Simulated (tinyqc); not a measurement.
Inside a calculation. Model: low-temperature mobility of a two-dimensional electron gas with static screening. Computed by tinyqc, a small Python program that keeps every step. Command: `OMP_NUM_THREADS=1 python tinyqc.py 3025481 3025482 out.jsonl twodeg walk`. One thread of a shared host (Intel(R) Xeon(R) Processor @ 2.30GHz), about 0.01 s of CPU time with the checks. Intermediate numbers are printed to about 7 digits and carried at full precision; extremes and crossings named in words are read from the listed rows.

One subband is filled, the gas is degenerate and scatters at the Fermi circle; one permittivity serves on both sides of the interface. All formulas are in SI units, masses times m_0. Piezoelectric and polar phonons are left out, and n_s is taken as set by a gate, independent of N_i.

Inputs (values chosen for the exercise, modelled on a silicon inversion layer): in-plane mass m = 0.186 m_0; mass across the layer m_z = 0.929 m_0; permittivity eps = 11.8; valley degeneracy g_v = 2; sheet density n_s = 5.8e+11 1/cm^2; depletion charge N_d = 2.8e+11 1/cm^2; roughness height Delta = 0.55 nm; correlation length Lambda = 2.4 nm; remote charge density N_i = 6.9e+11 1/cm^2; distance d of the charges from the interface = 0.83 nm; density rho = 2329 kg/m^3; sound velocity v_l = 8840 m/s; deformation potential D_A = 13 eV; temperature T = 4.2 K.

Wave function: ideal sheet. Roughness spectrum: exponential.

Constants: m_0 = 9.1093837015e-31 kg; e = 1.602176634e-19 C; eps_0 = 8.8541878128e-12 F/m; hbar = 1.054571817e-34 J s; k_B = 1.380649e-23 J/K.

## Fermi circle, screening and layer thickness

k_F = sqrt(2 pi n_s/g_v); E_F = hbar^2 k_F^2/(2 m); q_TF = g_v m e^2/(2 pi eps eps_0 hbar^2); Fang-Howard parameter b = [12 m_z e^2 (N_d + 11 n_s/32)/(eps eps_0 hbar^2)]^(1/3), mean depth 3/b; effective field F = e (N_d + n_s/2)/(eps eps_0).

k_F = 0.1349861 1/nm

E_F = 3.732397 meV

q_TF = 1.191488 1/nm

b = 1.024550 1/nm

mean depth = 2.928116 nm

effective field F = 0.08740867 MV/cm

q_TF/(2 k_F) = 4.41: screening is strong for back-scattering.

## The integrands at a few angles

Form factors of a sheet of zero thickness: G(q) = 1, P(q) = exp(-q d). Dielectric function eps(q) = 1 + q_TF G(q)/q, with q = 2 k_F sin(theta/2). Roughness: <|U|^2> = (e F)^2 S(q), S = pi Delta^2 Lambda^2/(1 + q^2 Lambda^2/2)^(3/2). Remote charges: <|U|^2> = N_i [e^2 P(q)/(2 eps eps_0 q)]^2. The last two columns are (m/(pi hbar^3)) <|U|^2>/eps(q)^2.

Integrands (1e9/(s rad)):
```
theta (degrees)   q (1/nm)  G    eps(q)  roughness  remote charges
5                0.0117760  1  102.1792    0.04726        3243.254
15               0.0352384  1   34.8122    0.40519        3001.185
30               0.0698739  1   18.0520    1.48356        2680.026
60               0.1349861  1    9.8268    4.73492        2175.102
90               0.1908991  1    7.2415    8.10556        1825.192
135              0.2494217  1    5.7770   11.55267        1524.417
180              0.2699721  1    5.4134   12.65861        1432.148
```

## Interface roughness

1/tau_t = (m/(pi hbar^3)) int_0^pi (1 - cos theta) <|U|^2>/eps(q)^2 dtheta; the quantum rate 1/tau_q drops the factor (1 - cos theta); 200 Gauss-Legendre points in s with theta = pi s^2, s from 0 to 1; mu = e tau_t/m.

tau_t, roughness = 30.78097 ps

tau_q, roughness = 43.90901 ps

roughness mobility = 291065.5 cm^2/(V s)

tau_t/tau_q, roughness = 0.7010172

k_F Lambda = 0.32: the roughness is short against the Fermi wavelength and scatters through large angles.

## Remote charges

The formulas are those given above.

tau_t, charges = 0.1938688 ps

tau_q, charges = 0.1579941 ps

remote-charge mobility = 1833.227 cm^2/(V s)

tau_t/tau_q, charges = 1.227064

With D = d = 0.830 nm, k_F D = 0.11 and q_TF D = 0.99. When both are large, only small angles survive the factor exp(-2 q D) and tau_t/tau_q tends to (2 k_F D)^2, here 0.0502; that limit is not reached.

## Acoustic phonons

Unscreened deformation potential in equipartition: 1/tau = m D_A^2 k_B T I/(rho v_l^2 hbar^3), I = int |psi|^4 dz = 3 b/16 for the Fang-Howard function (used for both wave-function options); mu = e tau/m. Bloch-Grueneisen temperature T_BG = 2 hbar v_l k_F/k_B.

acoustic mobility = 246510.1 cm^2/(V s)

T_BG = 18.22905 K

Caution: T is below the Bloch-Grueneisen temperature T_BG, so equipartition fails: the acoustic mobility is only a lower bound and the acoustic share of 1/mu is overstated.

## All together

At the Fermi circle the rates add, so 1/mu is the sum; sheet resistance 1/(n_s e mu); mean free path hbar k_F mu/e; the quantum time adds the rates 1/tau_q, with the isotropic acoustic rate e/(m mu).

Mobilities:
```
process           mu (cm^2/(V s))  share of 1/mu (%)
roughness                291065.5          0.6212996
remote charges           1833.227           98.64510
acoustic phonons         246510.1          0.7335965
```

mobility mu = 1808.389 cm^2/(V s)

sheet resistance = 5950.723 ohm

mean free path = 16.06744 nm

Dingle ratio tau_t/tau_q = 1.222130

The largest single share of 1/mu (99 %) belongs to remote charges: they are many or near enough that screening leaves their potential the strongest. The Dingle ratio of 1.22 marks mostly large-angle scattering. Caution: k_F l is below 5, so the Boltzmann picture is near its limit and localisation corrections matter.

Checks made by the program: angular integral against adaptive quadrature (relative difference below 1e-10).
